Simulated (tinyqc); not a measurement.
Inside a calculation. Model: a particle near a wafer in liquid: double-layer and van der Waals forces (DLVO), deposition barrier and removal. Computed by tinyqc, a small Python program that keeps every step. Command: `OMP_NUM_THREADS=1 python tinyqc.py 3111830 3111831 out.jsonl dlvo walk`. One thread of a shared host (Intel(R) Xeon(R) Processor @ 2.30GHz), about 0.01 s of CPU time with the checks. Intermediate numbers are printed to about 5 digits and carried at full precision; extremes and crossings named in words are read from the listed rows.

Sphere and flat wall, Derjaguin approximation, constant potentials in the linear-superposition form, no retardation and no hydration force.

Inputs (values chosen for the exercise, of the order of those for silica on copper in water): particle radius R = 350 nm; Hamaker constant A = 3.1e-20 J; potential of the particle psi_1 = -56 mV; potential of the wafer psi_2 = -28 mV; salt concentration c = 0.0011 mol/L; valence z of the symmetric salt = 2; temperature T = 343 K; dielectric constant of the liquid = 63.7; gap h = 1.3 nm; contact distance h0 = 0.4 nm; contact radius over R = 0.15; viscosity = 0.71 mPa s.

Constants: e = 1.602176634e-19 C; N_A = 6.02214076e+23 1/mol; eps_0 = 8.8541878128e-12 F/m; k_B = 1.380649e-23 J/K; k_B = 8.617333262e-05 eV/K.

## Screening

kappa^2 = 2 z^2 e^2 N_A (1000 c)/(eps eps_0 k_B T); gamma_i = tanh(z e psi_i/(4 k_B T)); Z = 64 pi eps eps_0 (k_B T/(z e))^2 gamma_1 gamma_2.

kappa = 0.22568 1/nm

Debye length = 4.4310 nm

gamma_1 = -0.73856

gamma_2 = -0.44115

Z = 8.0698 pN

kappa R = 78.988

Like signs: the double layers repel.

## Energy and force at one gap

U(h) = Z R exp(-kappa h) - A R/(6 h); F(h) = -dU/dh = kappa Z R exp(-kappa h) - A R/(6 h^2), positive for repulsion.

double-layer energy = 444.77 k_B T

van der Waals energy = -293.74 k_B T

U(h) = 151.04 k_B T

F(h) = -594.67 pN

Caution: for kappa h below 1 linear superposition is only rough, and charge regulation matters.

## The curve

The formulas are those given above.

Against the gap:
```
h (nm)  kappa h  U (k_B T)       F (pN)
0.4      0.0903    -409.70  -1.0720e+04
0.6      0.1354    -115.54  -4.4665e+03
1.0      0.2257      94.07  -1.2997e+03
1.5      0.3385     170.57  -3.4934e+02
2.5      0.5642     186.51   7.3239e+01
4.0      0.9027     146.36   1.4543e+02
7.0      1.5798      68.33   9.4418e+01
12.0     2.7082       7.94   2.9932e+01
20.0     4.5136     -12.56   2.4645e+00
40.0     9.0272      -9.47  -1.0537e+00
```

Caution: in rows with kappa h below 1 linear superposition is only rough.

## Barrier and secondary minimum

F = 0 reads x^2 exp(-x) = y with x = kappa h and y = A kappa/(6 Z); the left side peaks at x = 2 with 4/e^2 = 0.5413, so roots exist for smaller y: x < 2 is the barrier, x > 2 the secondary minimum.

y = 0.14449

position of the barrier = 2.1458 nm

barrier height = 189.53 k_B T

position of the secondary minimum = 23.270 nm

energy at the secondary minimum = -13.285 k_B T

A barrier above 15 k_B T practically stops deposition. The secondary minimum is deep enough to hold particles loosely.

## Critical salt concentration

The barrier height is zero when U = 0 and F = 0 together: kappa h = 1 and kappa = 6 Z/(e A), e = 2.718282 here; c follows from kappa^2, with the potentials held fixed.

critical kappa = 0.57459 1/nm

critical concentration = 0.0071305 mol/L

## Adding salt

kappa scales as sqrt(c); potentials are held fixed. A dash marks rows without a maximum.

Against the concentration:
```
c (mol/L)  Debye length (nm)  barrier at (nm)  barrier (k_B T)  minimum at (nm)  minimum (k_B T)
7.13e-07              174.04           10.892           525.18       1.7861e+03      -1.9297e-01
7.13e-06               55.04            6.285           471.30       4.8457e+02      -6.9853e-01
7.13e-05               17.40            3.714           378.99       1.2653e+02      -2.6028e+00
3.57e-04                7.78            2.645           280.12       4.7605e+01      -6.7108e+00
1.43e-03                3.89            2.055           165.66       1.9575e+01      -1.5635e+01
3.57e-03                2.46            1.815            74.76       1.0406e+01      -2.8023e+01
6.42e-03                1.83            1.743            11.51       6.6618e+00      -4.1539e+01
1.07e-02                1.42            1.792           -44.14       4.2377e+00      -5.9900e+01
2.14e-02                1.00                -                -                -                -
```

At low salt the barrier tends to Z R = 596 k_B T; it is half of that between 7.1e-5 and 3.6e-4 mol/L and changes sign at 0.0071 mol/L, while the secondary minimum deepens to -42 k_B T at 0.9 of that.

## Removing an attached particle

Adhesion F_a = A R/(6 h0^2) [1 + a^2/(R h0)] - kappa Z R exp(-kappa h0), a the contact radius. Drag in a shear flow F_d = 1.7 x 6 pi mu R^2 G, acting at 1.4 R; rolling starts when 1.4 R F_d = a F_a. Wall shear stress = mu G.

van der Waals adhesion = 2.3381e+05 pN

net adhesion F_a = 2.3323e+05 pN

wall shear stress for rolling = 6365.9 Pa

shear rate G = 8.9661e+06 1/s

Checks made by the program: force against a difference of U (relative difference below 1e-10).
